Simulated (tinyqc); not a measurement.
Van der Pauw, Hall and four-point-probe measurements on a doped layer: two steps of the calculation.

A uniform p-type layer with sheet resistance Rs = 1/(q ns mu), point contacts, low field (mu B small).

Values chosen for this exercise: sheet density of the layer ns = 8.7e11 cm^-2; drift mobility mu = 46 cm^2/(V s); Hall factor rH = 0.8; magnetic field B = 1 T; current I = 100 uA; side ratio a/b of a rectangular sample with corner contacts ar = 1.43.

Constants: q = 1.602176634e-19 C. Results are converted to the units shown.

Question 1. Resistances and Hall voltage. Rs = 1/(q ns mu). For a rectangle with contacts at the corners, RA = (8 Rs/pi) sum_(k>=0) ln coth((2k + 1) pi a/(2 b)) with current along a short side b and voltage along the opposite one, RB the same with a and b exchanged; Hall voltage VH = rH B I/(q ns), negative for electrons.

Wanted: Rs; RA; RB; VH.

Answer 1.

Rs = 1.5596e5 ohm/square
RA = 8891.9 ohm
RB = 89753 ohm
VH = 57.393 mV

RB/RA = 10.1; for a square both equal Rs ln 2/pi = 34400 ohm.

Question 2. New z. The van der Pauw equation exp(-pi RA z) + exp(-pi RB z) = 1 is solved for z = 1/Rs: e1 = exp(-pi RA z), e2 = exp(-pi RB z), f = e1 + e2 - 1, f' = -pi (RA e1 + RB e2), z(new) = z - f/f'.

z after iteration 2 = 0.0063997799 mS
RA = 8891.9496 ohm
RB = 89752.686 ohm

Find: e1; e2; f; f'; z after iteration 3.

Answer 2.

e1 = 0.83629
e2 = 0.16455
f = 8.4525e-4
f' = -69.760 kohm
z after iteration 3 = 0.0064119 mS

tinyqc, about 0.01 s, one thread, Intel Xeon 2.30GHz (shared host): `OMP_NUM_THREADS=1 python tinyqc.py 2850145 2850146 out.jsonl`
